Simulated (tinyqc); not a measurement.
## Mobility and doping from two currents

Problem. A trap-free film with injecting contacts is fitted, with diffusion neglected, by J = q mu N V/Lf + (9/8) eps0 eps_r mu V^2/Lf^3. Find mu, N and the voltage at which both terms are equal.

Values chosen for this exercise: relative permittivity eps_r = 11.5; film thickness Lf = 780 nm.

Constants: q = 1.602176634e-19 C, eps0 = 8.8541878128e-14 F/cm where lengths are in cm. Results are converted to the units shown.

J at 2.6 and 19 V (A/cm^2): [11.594881, 235.16469]

Answer. J/V is a straight line in V: the slope gives mu and the intercept mu N.

mu = 0.200 cm^2/(V s)
N = 7.80e15 cm^-3
crossover voltage = 6.64 V

Program tinyqc, `OMP_NUM_THREADS=1 python tinyqc.py 2730038 2730039 out.jsonl`; Intel Xeon 2.30GHz, shared host, one thread, about 2 s.
